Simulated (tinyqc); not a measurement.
From a target wavelength to the width: optical transitions of a finite quantum well. Two cases, with inputs chosen for the exercise.

Problem. Which width puts the e1-hh1 edge, hc/(Eg + e1 + hh1), at the wavelength below?

Each carrier sees a square well of width L with its own depth V and masses m (inside), mb (outside); c = hbar^2/2m0, k = sqrt(m E/c), kappa = sqrt(mb (V - E)/c), and level n solves k L + 2 atan[(k/m)/(kappa/mb)] = n pi. The envelope is cos(kz) for odd n and sin(kz) for even n inside, joins exp(-kappa (|z| - L/2)) outside, and is normalised to 1. Excitons and band mixing are left out.

Constants: hbar^2/2m0 = 3.80998211 eV angstrom^2; hc = 1239.841984 eV nm.

Case 1.

Values chosen (near those of an InGaAs well in InP; the results hold for these values, not for the real material):
- Eg = 0.82 eV (gap of the well)
- Vc = 0.262 eV (conduction offset)
- Vv = 0.354 eV (valence offset)
- me = 0.0414 m0 (electron, well)
- meb = 0.0796 m0 (electron, barrier)
- mh = 0.364 m0 (heavy hole along z, well)
- mhb = 0.513 m0 (heavy hole, barrier)

edge wavelength = 1407.403 nm

Case 2.

Values chosen (near those of a GaAs well in AlGaAs; the results hold for these values, not for the real material):
- Eg = 1.52 eV (gap of the well)
- Vc = 0.146 eV (conduction offset)
- Vv = 0.076 eV (valence offset)
- me = 0.0657 m0 (electron, well)
- meb = 0.0819 m0 (electron, barrier)
- mh = 0.362 m0 (heavy hole along z, well)
- mhb = 0.414 m0 (heavy hole, barrier)

edge wavelength = 802.498 nm

Find: e1 + hh1 needed; L; e1; hh1.

Solution. Both confinement energies fall steadily with L, so their sum meets the target once; bisection in L finds it.

Case 1.

e1 + hh1 needed = 60.9 meV
L = 84.0 angstrom
e1 = 49.9 meV
hh1 = 11.0 meV

Case 2.

e1 + hh1 needed = 25.0 meV
L = 123.0 angstrom
e1 = 20.3 meV
hh1 = 4.7 meV

Computed by tinyqc, one run a case: `OMP_NUM_THREADS=1 python tinyqc.py N N+1 out.jsonl` with N = 1280159, 1280202; one thread of a shared Intel(R) Xeon(R) Processor @ 2.30GHz, about 0.07 s a run at most.
